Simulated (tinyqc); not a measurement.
Inside a calculation: thresholds of impact ionisation and Auger recombination from band masses. Values are carried at full precision from step to step, so a last printed digit may differ when a step is redone from the rounded ones.

Parabolic bands, no phonon. At threshold the three slow carriers share one velocity. With M their total mass and m4 the mass of the fast carrier, the fast carrier has the kinetic energy E_T = G M/(M - m4) and the slow ones together E_a = G m4/(M - m4), the activation energy of the Auger rate. CCCH (fast electron): G = Eg, M = 2 me + mh, m4 = me. CHHS (hole into the split-off band): G = Eg - Dso, M = 2 mh + me, m4 = ms; this form holds for Eg > Dso (below, the process needs about Dso - Eg and is marked by a dash). CHHL (hole into the light band): G = Eg, M = 2 mh + me, m4 = ml. CHHH (fast heavy hole): G = Eg, M = 2 mh + me, m4 = mh.

Constants: kB = 8.617333262e-05 eV/K; hbar^2/2m0 = 3.80998211 eV angstrom^2.

Inputs chosen for the exercise (near those of InSb, gap at low temperature and not tied to T; not measured data): Eg = 0.232 eV (gap at Gamma to the s-like level); Dso = 0.832 eV (spin-orbit splitting); me = 0.0136 m0 (electron mass at Gamma); mh = 0.43 m0 (heavy-hole mass); ms = 0.112 m0 (split-off mass); ml = 0.0152 m0 (light-hole mass); T = 300 K (temperature).

## Thresholds of four processes

Give G, M, m4, E_T, E_a and E_a/kT.

Results:
```
process,G (eV),M,m4,E_T (eV),E_a (eV),E_a/kT
CCCH,0.2320,0.4572,0.0136,0.2391,0.0071,0.28
CHHS,-0.6000,0.8736,0.1120,-,-,-
CHHL,0.2320,0.8736,0.0152,0.2361,0.0041,0.16
CHHH,0.2320,0.8736,0.4300,0.4569,0.2249,8.70
```

The lowest activation energy is that of CHHL (4 meV), then CCCH (7 meV). At equal G a light fast carrier takes up the energy with little momentum, so little is asked of the slow ones; CHHH asks 0.97 Eg. For equal masses E_T would be 3/2 Eg; for electrons here it is 1.031 Eg.

## Momenta at the CCCH threshold

At the threshold of the parabolic CCCH process the fast electron has E_T = Eg M/(M - me), M = 2 me + mh, and the slow carriers E_a = E_T - Eg together. It has k4 = sqrt(me E_T/c), c = hbar^2/2m0; the slow carriers share k4 in proportion to their masses. Give the wave vectors and kinetic energies, and check that they add up to E_a.

k4 = 0.02922 1/angstrom

electron, electron, hole (1/angstrom): 0.00087  0.00087  0.02748

their kinetic energies (meV): 0.21  0.21  6.69

sum = 7.11 meV

The hole carries 94 % of the momentum and of the energy of the slow carriers.

## Non-parabolicity raises the threshold

Non-parabolic fast electron: E (1 + alpha E) = c k^2/me with alpha = (1 - me)^2/Eg; the slow carriers stay parabolic, so E_T = Eg + me E_T (1 + alpha E_T)/M, M = 2 me + mh (the root between Eg and 1.9 Eg).

Give alpha, E_T, E_a = E_T - Eg and k4.

alpha = 4.1939 1/eV
E_T = 0.2470 eV
E_a = 0.01495 eV
k4 = 0.04236 1/angstrom

E_a is 2.10 times the parabolic value, since an electron at E_T above the edge has 1 + alpha E_T = 2.04 times the squared momentum, and E_T itself is 1.03 times higher.

## Temperature dependence

For non-degenerate carriers at fixed densities the Auger coefficient goes as exp(-E_a/kT), up to slowly varying powers of T. Give exp(-E_a/kT) for the parabolic and the non-parabolic CCCH value, and the characteristic temperature T0 = kT^2/E_a of each.

Boltzmann factors: 0.7595  0.5608

T0 (K): 1090  519

Non-parabolicity lowers the factor by 1.4 times; direct CCCH stays open at this temperature.

## Checks

- Largest energy that an electron at k4 can give to a pair, by numerical search, against Eg (eV): both 0.2320.

Program tinyqc; command `OMP_NUM_THREADS=1 python tinyqc.py 1880538 1880539 out.jsonl`; about 0.01 s on one thread of a shared Intel(R) Xeon(R) Processor @ 2.30GHz.
